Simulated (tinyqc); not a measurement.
A longer run and its error bar: q-state Potts model on a small periodic square lattice: enumeration, Metropolis, heat-bath and Wolff steps. Computed by tinyqc, a small Python program. Command: `OMP_NUM_THREADS=1 python tinyqc.py 3110628 3110629 out.jsonl potts walk`. One thread of a shared host (Intel(R) Xeon(R) Processor @ 2.30GHz), about 0.1 s of CPU time with the checks.

E = -J x (number of nearest-neighbour bonds with equal states); n x n sites with periodic edges have 2 n^2 bonds. Order parameter m = (q f - 1)/(q - 1), f being the largest share of one state. Sites are numbered row by row from 0. Here q = 2 and n = 4.

Inputs (values chosen for the exercise, for a model of domains or grain orientations):

| quantity | value | unit |
|---|---|---|
| number of states q | 2 | - |
| edge n | 4 | - |
| coupling J | 72 | meV |
| temperature T | 1130 | K |
| seed | 743074 | - |

Update: heat bath.

Constants: k_B = 8.617333262e-05 eV/K.

Method:
- K = J/(k_B T); the infinite square lattice orders at K_c = ln(1 + sqrt(q)); Wolff bond probability p = 1 - exp(-K).
- All q^(n^2) states are counted by their number b of equal bonds; weights g(b) exp(K b), K = J/(k_B T). Per site: u = -J <b>/n^2, c/k_B = K^2 (<b^2> - <b>^2)/n^2.
- ln Z = ln sum g(b) exp(K b); entropy per site s/k_B = (ln Z - K <b>)/n^2.
- After 400 updates are discarded, b is recorded for 4000 sweeps of n^2 steps of the update named (random numbers not printed, so these rows are one sample). Records are averaged in blocks; the error is the scatter of block means over sqrt(number of blocks), and the last column its square over that for single records.

start states:
```
   1  2  3  4
1  0  0  1  0
2  0  1  1  0
3  1  0  0  0
4  1  0  1  1
```

K = 0.739403

<b> = 25.7422

Blocking:

| block length | mean b | error | variance ratio |
|---|---|---|---|
| 1 | 25.631 | 0.07623 | 1.0000 |
| 4 | 25.631 | 0.12609 | 2.7360 |
| 16 | 25.631 | 0.17103 | 5.0339 |
| 40 | 25.631 | 0.17707 | 5.3958 |
| 100 | 25.631 | 0.19757 | 6.7172 |

What follows from these numbers?

The run gives 25.631 +/- 0.177 (blocks of 40) against the exact 25.742, a difference of 0.6 error bars. Single records understate the error by a factor of about 2.3, because successive records are correlated.

Extremes, crossings and ranges named in words are read from the listed rows.
